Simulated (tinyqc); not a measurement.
Peak gain against injection: optical gain and spontaneous emission in a bulk direct-gap semiconductor.

Parabolic bands, vertical transitions, no excitons. For each hole band j: mr = me mj/(me + mj); joint density of states J_j(E) = (mr/c)^(3/2) sqrt(E - Eg)/(2 pi^2), both spins, c = hbar^2/2m0; averaged matrix element |e.p|^2 = m0 Ep/6; alpha_j(E) = 4 pi^2 alpha_f c Ep J_j/(3 nr E) in 1/angstrom (alpha_f the fine-structure constant, listed as alpha among the constants), times 1e8 for 1/cm.

F_j(eta) = (1/Gamma(j + 1)) integral_0^infinity x^j dx/(1 + exp(x - eta)), which tends to exp(eta) for eta << 0.

Quasi-Fermi levels: n = Nc F_1/2(Fc/kT) and p = Nv F_1/2(Fv/kT), Fc counted up from the conduction edge and Fv down from the valence edge; Nc, Nv from N = 2 (m kB T/(4 pi c))^(3/2) with c = hbar^2/2m0, in 1/angstrom^3; times 1e24 for 1/cm^3, with me and (mhh^(3/2) + mlh^(3/2))^(2/3).

For band j the electron sits at Ee = (E - Eg) mr/me above its edge and the hole at Eh = (E - Eg) mr/mj; fe = 1/(1 + exp((Ee - Fc)/kT)), fh = 1/(1 + exp((Eh - Fv)/kT)); gain g = sum_j alpha_j (fe + fh - 1).

Spontaneous rate: R = integral of (nr E/(hbar c))^2/(pi^2 hbar) sum_j alpha_j fe fh dE, with alpha in 1/cm and (nr E/(hbar c))^2 in 1/cm^2 (1e16 per 1/angstrom^2); B = R/(n p); lifetime n/R.

Constants: hbar^2/2m0 = 3.80998211 eV angstrom^2; fine-structure constant alpha = 0.007297352564; kB = 8.617333262e-05 eV/K; hbar = 6.58211957e-16 eV s; hbar c = 1973.269805 eV angstrom.

Inputs chosen for the exercise (near those of InP; not measured data):
- Eg = 1.304 eV (direct gap)
- me = 0.0795 m0 (electron mass)
- mhh = 0.605 m0 (heavy-hole mass)
- mlh = 0.0867 m0 (light-hole mass)
- Ep = 20.3 eV (Kane energy)
- nr = 3.34 (refractive index)
- T = 300 K

The peak is the largest g over E; a dash marks no gain.

Gain:
```
n (1/cm^3)  Fc (eV)  Fv (eV)  peak gain (1/cm)  peak E - Eg (eV)  B (cm^3/s)
8.0e+17      0.0219  -0.0704                 -                 -    1.13e-10
1.3e+18      0.0421  -0.0575                 -                 -    1.06e-10
1.8e+18      0.0581  -0.0487                44            0.0032    1.00e-10
2.2e+18      0.0693  -0.0432               195            0.0094    9.59e-11
2.9e+18      0.0866  -0.0355               505            0.0195    8.94e-11
3.7e+18      0.1042  -0.0287               859            0.0301    8.33e-11
4.8e+18      0.1260  -0.0211              1311            0.0431    7.64e-11
6.4e+18      0.1545  -0.0125              1891            0.0594    6.86e-11
```

transparency density (Fc + Fv = 0) = 1.60e+18 1/cm^3

Gain starts at 1.60e+18 1/cm^3, where Fc = -Fv = 0.0519 eV: with Nv/Nc = 22 the electrons must be degenerate before the holes are. The slope of peak gain against n is 3.77e-16 cm^2 between the first two rows with gain and 3.62e-16 between the last two; the peak moves from 0.0032 to 0.0594 eV above the gap as the bands fill, and B falls by a factor 1.65. Line broadening and gap shrinkage are left out.

tinyqc: `OMP_NUM_THREADS=1 python tinyqc.py 1652774 1652775 out.jsonl`; about 0.1 s, one thread, shared Intel(R) Xeon(R) Processor @ 2.30GHz.
